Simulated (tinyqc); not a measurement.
Band edges of strained Si(1-x)Ge(x) on relaxed Si(1-y)Ge(y), step by step. Values are carried at full precision from step to step, so a last printed digit may differ when a step is redone from the rounded ones.

Values are linear in the Ge fraction but for ED(x) = linear - CD x (1 - x) and a(x) = linear - Ca x (1 - x). Energies are on the common scale of Ev.

Parameters, chosen for this exercise (end members near Si and Ge, in this order; shifted at random, so the results belong to these values and not to a real crystal):
```
symbol  value           unit      meaning
a       (5.437, 5.662)  angstrom  lattice constant
Dso     (0.044, 0.286)  eV        spin-orbit splitting
av      (2.42, 1.26)    eV        valence hydrostatic potential
b       (-2.09, -2.58)  eV        tetragonal shear potential
d       (-4.74, -5.34)  eV        trigonal shear potential
C11     (167.4, 130)    GPa
C12     (64.5, 48.5)    GPa
C44     (79.9, 66.2)    GPa
Ev      (0, 0.65)       eV        top of the unstrained valence band
ED      (1.177, 0.923)  eV        gap to the Delta valleys
EL      (2.05, 0.73)    eV        gap to the L valleys
aD      (1.77, 1.21)    eV        hydrostatic potential of the Delta gap
aL      (-2.87, -2.62)  eV        hydrostatic potential of the L gap
XuD     (9.02, 9.66)    eV        uniaxial potential, Delta
XuL     (16.76, 15.42)  eV        uniaxial potential, L
CD      0.199           eV        bowing of the Delta gap
Ca      0.028           angstrom  bowing of the lattice constant
x       0.4                       Ge fraction of the layer
y       0.18                      Ge fraction of the relaxed buffer
face    111                       growth face
```

## Values of the layer and the buffer

Interpolate at x and at y.

Interpolated values (a in angstrom, C11, C12, C44 in GPa, all else in eV):
```
symbol     layer    buffer
a         5.5203    5.4734
Dso       0.1408    0.0876
av        1.9560    2.2112
b        -2.2860   -2.1782
d        -4.9800   -4.8480
C11     152.4400  160.6680
C12      58.1000   61.6200
C44      74.4200   77.4340
Ev        0.2600    0.1170
ED        1.0276    1.1019
EL        1.5220    1.8124
aD        1.5460    1.6692
aL       -2.7700   -2.8250
XuD       9.2760    9.1352
XuL      16.2240   16.5188
```

## Strain of the layer on a (111) buffer

Coherent growth on a (111) face: e_par = (a(y) - a(x))/a(x), e_perp = -(2 C11 + 4 C12 - 4 C44)/(C11 + 2 C12 + 4 C44) e_par; exx = eyy = ezz = (2 e_par + e_perp)/3 and exy = eyz = ezx = (e_perp - e_par)/3.

Use the elastic constants of the layer.

e_par = -0.008498
e_perp = 0.003595

strain tensor in the cubic axes, rows x, y, z and columns alike:
```
[[-0.004467, 0.004031, 0.004031],
 [0.004031, -0.004467, 0.004031],
 [0.004031, 0.004031, -0.004467]]
```

The layer is under compression in the plane; its volume changes by -1.340 %.

## Conduction valleys of the layer

A valley with unit axis u lies at Ev + gap + (av + a_valley) tr(e) + Xu (u.e.u - tr(e)/3); the Delta axes are x, y, z and the L axes [111], [1-1-1], [-11-1], [-1-11]. The second-order shift of the Delta valleys under shear is left out; it lowers the pair normal to the sheared plane by tens of meV at a shear of 1 %.

Give the hydrostatic shifts, the uniaxial shifts and the edges.

hydrostatic shifts of Delta and L (eV): [-0.0469, 0.0109]

uniaxial shifts (eV): Delta x 0.0000, Delta y 0.0000, Delta z 0.0000, L [111] 0.1308, L [1-1-1] -0.0436, L [-11-1] -0.0436, L [-1-11] -0.0436

valley edges (eV): Delta x 1.2407, Delta y 1.2407, Delta z 1.2407, L [111] 1.9237, L [1-1-1] 1.7493, L [-11-1] 1.7493, L [-1-11] 1.7493

The lowest set is Delta6 (the digit counts whole valleys) at 1.2407 eV; the Delta valleys spread over 0 meV and the L valleys over 174 meV.

## Valence edges of the layer

Valence edges: Ev plus the levels of the 6 x 6 matrix of X, Y, Z times spin with -Dso/3 + l exx + m (eyy + ezz) on the diagonal (cyclic), n exy off it, l = av + 2 b, m = av - b, n = sqrt(3) d. Spin-orbit term (Dso/3) L.sigma on X, Y, Z with (L_k)_ij = -i epsilon_kij: <X+|H|Y+> = -i Dso/3, <X+|H|Z-> = Dso/3, <Y+|H|Z-> = -i Dso/3, <Z+|H|X-> = -Dso/3, <Z+|H|Y-> = i Dso/3, <X-|H|Y-> = i Dso/3, and their conjugates; + and - are the spin along z.

Give the strain block and the three twofold edges.

strain block (eV), rows X, Y, Z and columns alike:
```
[[-0.0262, -0.0348, -0.0348],
 [-0.0348, -0.0262, -0.0348],
 [-0.0348, -0.0348, -0.0262]]
```

edges from the top (eV): [0.2686, 0.2183, 0.0737]

The top two edges are split by 50 meV.

## Gap and offsets against the buffer

Buffer: Ev(y) and Ec = Ev(y) + min(ED, EL). dEc = Ec(buffer) - Ec(layer), dEv = Ev(layer) - Ev(buffer); positive values confine the carrier in the layer; type I if both have one sign.

gap of the strained layer = 0.9722 eV
gap of the buffer = 1.1019 eV
dEc = -0.0218 eV
dEv = 0.1516 eV

Type II: electrons collect in the buffer (22 meV) and holes in the layer (152 meV). The relaxed layer would have a gap of 1.028 eV, so strain has moved it by -55 meV. An offset this small is within the spread of published parameter sets, so the type is not settled by this model.

## Checks

- Mean of the three Delta edges against the hydrostatic shift alone (eV): both 1.24071.

Computed by tinyqc, a small Python program: `OMP_NUM_THREADS=1 python tinyqc.py 1080842 1080843 out.jsonl` (the numbers bound the seed that draws the inputs); one thread of a shared host (Intel(R) Xeon(R) Processor @ 2.30GHz), about 0.01 s for the whole set of steps.
